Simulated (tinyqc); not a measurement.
Ellipsometry and reflectance of a transparent film on an absorbing substrate: two steps of the calculation.

Air (index 1), film, substrate with N2 = n2 - i k2; time factor exp(+i w t). q_j = sqrt(N_j^2 - sin^2 th), root with positive real part. Fresnel coefficients r_s = (q_a - q_b)/(q_a + q_b), r_p = (N_b^2 q_a - N_a^2 q_b)/(N_b^2 q_a + N_a^2 q_b). tan(Psi) exp(i Delta) = R_p/R_s, Delta taken from 0 to 360 degrees.

Values chosen for this exercise; indices close to those of a porous low-k film on silicon: wavelength lam = 546.1 nm; angle of incidence th = 75 degrees; index of the transparent film n1 = 1.312; film thickness d = 44 nm; index of the substrate n2 = 4.086; extinction coefficient of the substrate k2 = 0.031.

Question 1. Interface coefficients and thickness period. q0, q1, q2 and the coefficients r01 and r12 for p and s; the results repeat in d with the period lam/(2 q1).

Wanted: q0; q1; q2; r01,p; r01,s; r12,p; r12,s; period.

Answer 1.

q0 = 0.25882
q1 = 0.88788
q2 = 3.9702-0.0319i
r01,p = -0.33176
r01,s = -0.54858
r12,p = 0.36891-0.00308i
r12,s = -0.63449+0.00240i
period = 307.53 nm

Question 2. Psi, Delta and reflectances. beta = 2 pi d q1/lam, X = exp(-2 i beta), R = (r01 + r12 X)/(1 + r01 r12 X) for p and s.

q1 = 0.88788023
r01,p = -0.33175691
r01,s = -0.54858427
r12,p = 0.36891316-0.00308316i
r12,s = -0.63448811+0.00240041i

Wanted: beta; X; R_p; R_s; Psi; Delta; |R_p|^2; |R_s|^2.

Answer 2.

beta = 0.4495 rad
X = 0.6224-0.7827i
R_p = -0.1443-0.2993i
R_s = -0.8250+0.2243i
Psi = 21.24 degrees
Delta = 79.47 degrees
|R_p|^2 = 0.1104
|R_s|^2 = 0.7310

The bare substrate gives Psi = 2.771 and Delta = 175.25 degrees.

Computed by the program tinyqc: `OMP_NUM_THREADS=1 python tinyqc.py 2870208 2870209 out.jsonl`, one thread of a shared Intel Xeon 2.30GHz, about 0.3 s for the whole run.
